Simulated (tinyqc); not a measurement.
Geometry optimisation on the UHF/sto-3g surface (energies and gradients from PySCF), for H4, spin multiplicity 3, step by step. One step of it, computed by the program tinyqc.

Task: Step 3: move. Quasi-Newton step p = -H^(-1) g (the inverse Hessian comes from BFGS updates; coordinates in the order x, y, z of each atom); steps longer than 0.3 bohr are cut back (factor 0.553 here).

positions after step 2 (bohr):
```
            x          y          z
1H   0.057508  -0.090946  -0.186017
2H  -0.095190  -0.024621   1.977991
3H   0.006051  -0.071512   3.302432
4H   0.039190  -0.009452   5.372787
```

gradient (hartree/bohr):
```
              x            y            z
1H  -0.00390974   0.00157799   0.07875525
2H   0.00338639  -0.00047081  -0.02658569
3H   0.00300312   0.00034081   0.03003834
4H  -0.00247977  -0.00144799  -0.08220789
```

inverse Hessian in use (bohr^2/hartree), lower triangle:
```
            1          2          3          4          5          6          7         8
1    3.326200
2    0.003327   3.331794
3    0.075647  -0.037061   2.797101
4    0.007542  -0.003371  -0.103537   3.321133
5   -0.003749   0.001611   0.061231   0.005587   3.331128
6   -0.088978   0.041413   0.940520   0.038534  -0.015842   1.730170
7   -0.000957   0.000149   0.056448   0.004234  -0.000854   0.052294   3.332769
8    0.000958  -0.000376  -0.021724  -0.003540   0.001553  -0.019332   0.002236  3.331709
9    0.015429  -0.009534   0.205688   0.025572  -0.003729   0.847791  -0.020186  0.023843
10   0.000548  -0.000105  -0.028558   0.000423  -0.000984  -0.001850  -0.002713  0.000347
11  -0.000535   0.000304  -0.002445   0.001324  -0.000959  -0.006240  -0.001531  0.000447
12  -0.002098   0.005183  -0.609976   0.039430  -0.041660  -0.185148  -0.088556  0.017213

            9        10        11        12
9    2.931224
10  -0.020815  3.335074
11  -0.010580  0.000742  3.333541
12  -0.651369  0.051224  0.019264  4.779826
```

Give: positions after step 3.

Result:

positions after step 3 (bohr):
```
          x        y        z
1H   0.0597  -0.0912  -0.3248
2H  -0.0950  -0.0285   1.9396
3H  -0.0049  -0.0711   3.2277
4H   0.0477  -0.0057   5.6247
```
